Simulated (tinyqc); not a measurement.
# Capacitances against the relative permittivity between the lines

Endless row of lines of width wl, height tl and space sl between grounded planes at distance hd; e2 fills the gaps beside the lines, e1 the rest. Laplace's equation is solved on meshes of 3, 6 and 12 steps per unit u and extrapolated (Aitken), which is good to about 0.2 %. C_even (all lines at 1 V) is the capacitance Cg to the planes; C_odd (neighbours in antiphase) = Cg + 4 Cc if only nearest neighbours couple, which defines Cc; total with quiet neighbours Cg + 2 Cc. Plate values 2 eps0 e1 wl/hd and eps0 e2 tl/sl.

Values chosen for this exercise:
- e1 = 3 (relative permittivity above and below the lines)
- wl = 6 u (line width, in units u)
- tl = 8 u (line height)
- sl = 6 u (space between lines)
- hd = 8 u (distance to each plane)

Constants: eps0 = 8.8541878128e-12 F/m. Results are converted to the units shown.

The same in every row: plate Cg (aF/um) = 39.8.

Capacitances against the relative permittivity between the lines:
```
e2	Cg (aF/um)	Cc (aF/um)	Cg + 2 Cc (aF/um)	C_odd (aF/um)	plate Cc (aF/um)	share of coupling, 2 Cc/(Cg + 2 Cc) (%)
1	72.0	21.9	116	159	11.8	37.8
1.5	73.0	27.7	128	184	17.7	43.2
2	73.8	33.6	141	208	23.6	47.7
2.5	74.4	39.5	153	232	29.5	51.5
3	74.9	45.4	166	256	35.4	54.8
3.9	75.6	56.0	188	299	46.0	59.7
5	76.2	68.9	214	352	59.0	64.4
7	77.0	92.5	262	447	82.6	70.6
```

What does the table show?

As e2 goes from 1 to 7, Cg rises from 72.0 to 77.0 aF/um, Cc rises from 21.9 to 92.5 aF/um and the share of coupling rises from 37.8 to 70.6 %. Cg is 1.81 times its plate value in the first row and 1.93 times in the last; for Cc the ratios are 1.85 and 1.12. Neighbours in antiphase raise the load by a factor of 1.38 and 1.71 over quiet ones.

Numbers from tinyqc (`OMP_NUM_THREADS=1 python tinyqc.py 2790157 2790158 out.jsonl`; about 1 s on one thread of a shared Intel Xeon 2.30GHz).
